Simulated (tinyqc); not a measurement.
## Width from the threshold shift

Question. Undoped body with a flat potential across it, hard walls, transport along x. One isotropic valley (g = 1, mx = my = mz = me). Non-parabolicity enters the subband edges through E (1 + al E) = gamma, so E = 2 gamma/(1 + sqrt(1 + 4 al gamma)); motion within a subband is taken as parabolic with the band-edge mass. Energies are counted from the bulk band edge. gamma = C pi^2 [a^2/(my (t + dl)^2) + b^2/(mz (H + dl)^2)], C = hbar^2/(2 m0). Each subband has N_k = g sqrt(2 mx m0 kB T/(pi hbar^2)); without degeneracy n = exp(EF/Vt) sum N_k exp(-E_k/Vt). Classical value Nc times t H, Nc = sum over valleys of 2 g (m m0 kB T/(2 pi hbar^2))^1.5 with m = (mx my mz)^(1/3). Threshold shift dVT = Vt ln(classical value/sum N_k exp(-E_k/Vt)). Find t and the lowest subband edge.

Parameters, values chosen for the exercise; masses close to those of GaN:

| symbol | value | unit | meaning |
|---|---|---|---|
| T | 300 | K | temperature |
| me | 0.202 | m0 | mass at the band edge |
| al | 0.21 | 1/eV | non-parabolicity |
| dl | 0 | nm | widening of the box by penetration into the insulator |
| H | 10.8 | nm | height (along z) |

Constants: q = 1.602176634e-19 C, kB = 1.380649e-23 J/K, hbar = 1.054571817e-34 J s, m0 = 9.1093837015e-31 kg, Vt = kB T/q, hbar^2/(2 m0) = 0.0380998212 eV nm^2. Results are converted to the units shown.

dVT = 42.408020 mV

Solution. dVT is evaluated for trial values of t with all subbands; between 1.5 and 25 nm one value matches.

t = 7.200 nm
E_1 = 51.32 meV

Computed by the program tinyqc: `OMP_NUM_THREADS=1 python tinyqc.py 2350027 2350028 out.jsonl`, one thread of a shared Intel Xeon 2.30GHz, about 0.09 s for the whole run.
